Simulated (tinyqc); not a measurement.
Speciation in dilute and buffered hydrofluoric acid, oxide etch rate and bath loading: one step, computed by the program tinyqc.

Concentrations stand for activities, NH4+ and Cl- are spectators, and water ionisation is neglected. H, F and HF2 denote the ions H+, F- and HF2-. The base temperature is 298 K.

Problem. Etch rate. Rate = k_a ([HF] + 2 [H2F2]) + k_b [HF2], an empirical two-term form. Time = oxide/rate; a temperature error changes the rate by exp((E_a/k_B)(1/298 - 1/(298 + error))) - 1.

Inputs (values chosen for the exercise, of the order of those for thermal oxide at room temperature):
```
quantity                         value            unit
rate constant of neutral HF k_a     14  nm L/(min mol)
rate constant of HF2 k_b            58  nm L/(min mol)
activation energy                 0.43              eV
temperature error                    1               K
oxide removed per wafer             15              nm
```

[HF] = 0.08161759 mol/L

[H2F2] = 0 mol/L

[HF2] = 9.207666e-04 mol/L

Constants: k_B = 8.617333262e-05 eV/K.

Give: etch rate; share of HF2 in the rate; etch time; rate change from the temperature error.

Solution.

etch rate = 1.196 nm/min

share of HF2 in the rate = 4.465 %

etch time = 752.5 s

rate change from the temperature error = 5.760 %
